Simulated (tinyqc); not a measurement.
Input admittance of a MOSFET at zero drain bias: distributed channel and distributed gate: one step of the calculation.

Source and drain grounded, strong inversion, w = 2 pi f, Cox = eps0 eox/tox. The channel is an RC line of resistance 1/(mu Cox Vo) per square fed from both ends, so one finger has the intrinsic admittance y = i w Cox L tanh(g)/g per width, g = (1/2) sqrt(i w tau), tau = L^2/(mu Vo). The vertical resistance rv/L is in series with y, the overlaps 2 i w Cov in parallel: y_t = 1/(1/y + rv/L) + 2 i w Cov. The gate strip is a line of Rsh/L per length loaded by y_t, so a finger has Y = y_t Wf tanh(k)/k, k = (Wf/sd) sqrt(y_t Rsh/L); the device has Nf Y.

Task. Low-frequency resistances and capacitance. Low-frequency limits, with c = Cox L and ct = c + 2 Cov: R_strip = Rsh Wf/(3 sd^2 L Nf), R_ch = (c/ct)^2 L/(12 mu Cox Vo Wf Nf), R_vert = (c/ct)^2 rv/(L Wf Nf), C = ct Wf Nf.

Parameters, values chosen for the exercise; values of the order met in silicon radio-frequency transistors: relative permittivity of the gate insulator (close to silicon dioxide) eox = 3.9; insulator thickness tox = 7.4 nm; channel length L = 0.24 um; finger width Wf = 2.1 um; number of fingers Nf = 4; channel mobility mu = 150 cm^2/(V s); gate overdrive Vo = 0.65 V; sheet resistance of the gate Rsh = 36 ohm/square; vertical resistivity of the gate stack rv = 4 ohm um^2; number of ends at which a finger is contacted sd = 2; overlap and fringe capacitance on each side Cov = 0.19 fF/um.

Constants: eps0 = 8.8541878128e-14 F/cm where lengths are in cm. Results are converted to the units shown.

Give: parts; sum; C; 1/(2 pi R C).

Result.

parts (ohm): strip 6.562, channel 29.17, vertical 1.106
sum = 36.84 ohm
C = 12.60 fF
1/(2 pi R C) = 342.9 GHz

The channel term is the largest, 79.2 % of the sum.

Numbers from tinyqc (`OMP_NUM_THREADS=1 python tinyqc.py 2262047 2262048 out.jsonl`; about 0.01 s on one thread of a shared Intel Xeon 2.30GHz).
